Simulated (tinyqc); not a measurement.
# MOS capacitor on an n-type substrate, surface potential from the exact charge relation: several studies

Uniform n-type substrate, Boltzmann statistics, full ionisation, classical densities. psi is the surface potential against the body (positive when the bands bend down) and u = -psi/Vt. Traps are spread evenly over the gap and neutral at flat band, so their charge is -q Dit psi; the minority quasi-Fermi level is shifted by Vb.

Parameters, values chosen for the exercise; band and dielectric values those of a made-up semiconductor: temperature T = 300 K; band gap Eg = 4.03 eV; relative permittivity eps_r = 11.1; conduction-band density of states at T Nc = 1.79e18 cm^-3; valence-band density of states at T Nv = 4.24e19 cm^-3; electron affinity chi = 4.05 eV; donor density of the substrate N = 1.1e17 cm^-3; relative permittivity of the gate insulator (close to silicon nitride) eox = 7.6; insulator thickness tox = 3.9 nm; gate work function phiM = 4.05 eV; fixed charge at the interface, in units of q Nf = 0 cm^-2; density of interface traps Dit = 0 cm^-2 eV^-1; reverse bias of the inversion layer against the body Vb = 0 V.

Constants: q = 1.602176634e-19 C, kB = 1.380649e-23 J/K, Vt = kB T/q, eps0 = 8.8541878128e-14 F/cm where lengths are in cm. Results are converted to the units shown.

Each table varies one quantity; the others keep the values above.

## Capacitance-voltage curves

ni = sqrt(Nc Nv) exp(-Eg/(2 Vt)), Eg in volts; phiF = Vt ln(N/ni); Cox = eps0 eox/tox; Vfb = phiM - chi - Vt ln(Nc/N) - q Nf/Cox; Q0 = sqrt(2 eps0 eps_r q N Vt); r = (ni/N)^2 exp(-Vb/Vt); VT = Vfb - [(2 phiF + Vb)(1 + q Dit/Cox) + sqrt(2 eps0 eps_r q N (2 phiF + Vb))/Cox]. u = -psi/Vt; F^2 = exp(-u) + u - 1 + r (exp(u) - u - 1); Qs = +sign(u) Q0 F; Cs = -dQs/dpsi = (Q0/Vt) |1 - exp(-u) + r (exp(u) - 1)|/(2 F). psi solves Vg = Vfb + psi + (q Dit psi - Qs)/Cox. Low frequency: 1/C_LF = 1/Cox + 1/(Cs + q Dit). High frequency, in the simple estimate in which traps and minority carriers do not follow: 1/C_HF = 1/Cox + 1/Cd, Cd being Cs with r = 0 at the same psi. Deep depletion: r = 0 and Dit = 0 both in the equation for psi and in Cs. Minority sheet density N_inv = (Q0/(2 q)) int_0^u r (exp(t) - 1)/F(t) dt for u > 0. N_inv under 1 cm^-2 is printed as 0. Regimes: accumulation when majority carriers gather, then depletion up to |psi| = phiF + Vb, weak inversion up to 2 phiF + Vb, strong inversion beyond.

Results:
```
Vg (V)  psi (V)  C_LF/Cox  C_HF/Cox  C_deep/Cox  N_inv (cm^-2)            regime
0.85     0.1934    0.9340    0.9340      0.9340              0      accumulation
0.28     0.1323    0.8144    0.8144      0.8144              0      accumulation
-0.29   -0.1761    0.1220    0.1220      0.1220              0         depletion
-0.86   -0.6994   0.06167   0.06167     0.06167              0         depletion
-1.43    -1.239   0.04668   0.04668     0.04668              0         depletion
-2.57    -2.334   0.03428   0.03428     0.03428              0    weak inversion
-3.14    -2.885   0.03091   0.03091     0.03091              0    weak inversion
-3.71    -3.439   0.02837   0.02837     0.02837           5945    weak inversion
-4.28    -3.926    0.7018   0.02658     0.02637       7.420e11  strong inversion
-4.85    -3.999    0.9330   0.02635     0.02473       6.089e12  strong inversion
```

Estimate the missing row, Vg = -2 V.

Computed row:
```
Vg (V)  psi (V)  C_LF/Cox  C_HF/Cox  C_deep/Cox  N_inv (cm^-2)     regime
-2       -1.785   0.03908   0.03908     0.03908              0  depletion
```

With this row back in the table: C_LF/Cox is lowest, 0.0284, at Vg = -3.71 V (weak inversion) among the rows listed and is 0.933 in the last row, where C_HF/Cox is 0.0263 and the deep-depletion value 0.0247. Vfb = -0.0721 V, where C_HF/Cox = 0.322 (Cox in series with eps0 eps_r/LD), and VT = -4.09 V. Over the last two rows psi moves by only 0.13 V a volt of gate bias, since the inversion charge screens the body. In strong accumulation and inversion degeneracy and confinement, left out here, lower the capacitance.

## Effect of the reverse bias of the inversion layer against the body on threshold and swing

ni = sqrt(Nc Nv) exp(-Eg/(2 Vt)), Eg in volts; phiF = Vt ln(N/ni); Cox = eps0 eox/tox; Vfb = phiM - chi - Vt ln(Nc/N) - q Nf/Cox; VT = Vfb - [(2 phiF + Vb)(1 + q Dit/Cox) + sqrt(2 eps0 eps_r q N (2 phiF + Vb))/Cox]. gamma = sqrt(2 eps0 eps_r q N)/Cox; Wm = sqrt(2 eps0 eps_r (2 phiF + Vb)/(q N)); m = 1 + (eps0 eps_r/Wm + q Dit)/Cox; swing m Vt ln 10; Cmin/Cox = 1/(1 + Cox Wm/(eps0 eps_r)).

In this table Dit = 0 cm^-2 eV^-1.

The same in every row: Vfb (V) = -0.07211; 2 phiF (V) = 3.804; gamma (V^0.5) = 0.1079.

Effect of the reverse bias of the inversion layer against the body on threshold and swing:
```
Vb (V)  VT (V)  Wm (nm)      m  swing (mV/decade)  Cmin/Cox
0       -4.086    206.0  1.028              61.17   0.02691
0.4     -4.497    216.5  1.026              61.09   0.02563
0.8     -4.908    226.6  1.025              61.02   0.02452
1.2     -5.317    236.2  1.024              60.96   0.02354
1.6     -5.727    245.5  1.023              60.91   0.02268
2       -6.136    254.4  1.022              60.86   0.02190
2.4     -6.545    263.0  1.022              60.82   0.02120
2.8     -6.953    271.4  1.021              60.78   0.02056
```

Read the table: what changes, and by how much?

As Vb goes from 0 to 2.8, VT falls from -4.09 to -6.95 V, the swing falls from 61.2 to 60.8 mV/decade and Cmin/Cox falls from 0.0269 to 0.0206. Vfb does not move. The slope |dVT/dVb| between the first two rows is 1.03, close to m (VT is counted against the body; against the source it is m - 1).

## Effect of the fixed charge at the interface on threshold and swing

Same model as above.

The same in every row: 2 phiF (V) = 3.804; gamma (V^0.5) = 0.1079; Wm (nm) = 206.0; m = 1.028; swing (mV/decade) = 61.17; Cmin/Cox = 0.02691.

Effect of the fixed charge at the interface on threshold and swing:
```
Nf (cm^-2)   Vfb (V)  VT (V)
-4e11       -0.03497  -4.049
-2e11       -0.05354  -4.068
0           -0.07211  -4.086
2e11        -0.09069  -4.105
4e11         -0.1093  -4.124
6e11         -0.1278  -4.142
8e11         -0.1464  -4.161
```

As Nf goes from -4e11 to 8e11, VT falls from -4.05 to -4.16 V, the swing stays at 61.2 mV/decade and Cmin/Cox stays at 0.0269. The whole change of VT is that of Vfb: the curve shifts rigidly.

Numbers from tinyqc (`OMP_NUM_THREADS=1 python tinyqc.py 2060031 2060032 out.jsonl`; about 0.01 s on one thread of a shared Intel Xeon 2.30GHz).
